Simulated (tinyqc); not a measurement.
## Film and buried-oxide thickness from two coupling ratios

Question. In a depleted film -dVT/dVb is k1 = Cs Cbox/(Cox (Cs + Cbox)) for a front channel and k2 = Cbox (Cox + Cs)/(Cox Cs) for a back channel, with Cox = eps0 eox/tox, Cs = eps0 eps_r/ts, Cbox = 3.9 eps0/tb. Find ts and tb.

Values chosen for this exercise; band and dielectric values those of a made-up semiconductor: relative permittivity eps_r = 14.6; relative permittivity of the gate insulator (close to hafnium oxide) eox = 21.4; insulator thickness tox = 12 nm.

coupling ratios for a front and a back channel: [0.066923018, 0.34096146]

Answer. With y = Cox/Cs and z = Cox/Cbox, 1/k1 = y + z and k2 = (1 + y)/z, so y = (k2/k1 - 1)/(1 + k2); the thicknesses follow from y and z.

ts = 25.0 nm
tb = 26.0 nm

Computed by the program tinyqc: `OMP_NUM_THREADS=1 python tinyqc.py 2190141 2190142 out.jsonl`, one thread of a shared Intel Xeon 2.30GHz, about 0.7 s for the whole run.
